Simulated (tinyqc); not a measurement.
Reflectance across the plasma edge: free-carrier optics of a doped semiconductor (Drude model).

eps(E) = ei [1 - Ep^2/(E^2 + i E Gam)], with Ep^2 = 8 pi c (e^2/(4 pi eps0)) N/(m ei), c = hbar^2/2m0, N in 1/angstrom^3 (1e-24 per 1/cm^3); Gam = hbar/tau, tau = mu m m0/e with m0/e = 5.685630e-12 kg/C and mu in m^2/(V s). Energies in meV.

n + i k = sqrt(eps1 + i eps2) with k >= 0; R = ((n - 1)^2 + k^2)/((n + 1)^2 + k^2) at normal incidence from vacuum; alpha = 2 E k/(hbar c), times 1e8 for 1/cm; loss function Im(-1/eps) = eps2/(eps1^2 + eps2^2).

Constants: hbar^2/2m0 = 3.80998211 eV angstrom^2; e^2/(4 pi eps0) = 14.39964547 eV angstrom; hbar = 6.58211957e-16 eV s; hbar c = 1973.269805 eV angstrom.

Inputs chosen for the exercise (mass and dielectric values near those of Si; N and mu are free inputs; interband absorption and the rise of the mass with filling are left out; the results hold for these values, not for the real material): N = 2.4e+19 1/cm^3 (carrier density); m = 0.273 m0 (conductivity mass); mu = 120 cm^2/(V s) (mobility); ei = 11.83 (high-frequency dielectric constant).

Spectrum:

| E (meV) | eps1 | eps2 | R | alpha (1/cm) |
|---|---|---|---|---|
| 10.1 | -77.91 | 313.98 | 0.872 | 1.45e+04 |
| 30.4 | -43.95 | 64.85 | 0.811 | 2.41e+04 |
| 50.6 | -19.99 | 22.22 | 0.748 | 2.56e+04 |
| 70.9 | -7.49 | 9.63 | 0.623 | 2.25e+04 |
| 86.0 | -2.19 | 5.76 | 0.435 | 1.78e+04 |
| 101.2 | 1.28 | 3.68 | 0.207 | 1.17e+04 |
| 111.3 | 2.94 | 2.82 | 0.151 | 8.50e+03 |
| 126.5 | 4.80 | 1.96 | 0.161 | 5.63e+03 |
| 151.8 | 6.84 | 1.16 | 0.204 | 3.40e+03 |
| 202.5 | 8.96 | 0.50 | 0.250 | 1.72e+03 |
| 303.7 | 10.53 | 0.15 | 0.280 | 715 |
| 506.1 | 11.36 | 0.03 | 0.294 | 250 |

What does the comparison show?

Ep = 101.2 meV and Gam = 35.3 meV. R is 0.872 at the lowest energy and lowest, 0.151, at 111.3 meV of those listed; without damping it would vanish at Ep sqrt(ei/(ei - 1)) = 105.8 meV. At the highest energy R is 0.294, against 0.302 for ei alone. Between the last two rows alpha goes as E^-2.06, where the Drude limit far above Ep and Gam is E^-2.

tinyqc: `OMP_NUM_THREADS=1 python tinyqc.py 1651462 1651463 out.jsonl`; about 0.01 s, one thread, shared Intel(R) Xeon(R) Processor @ 2.30GHz.
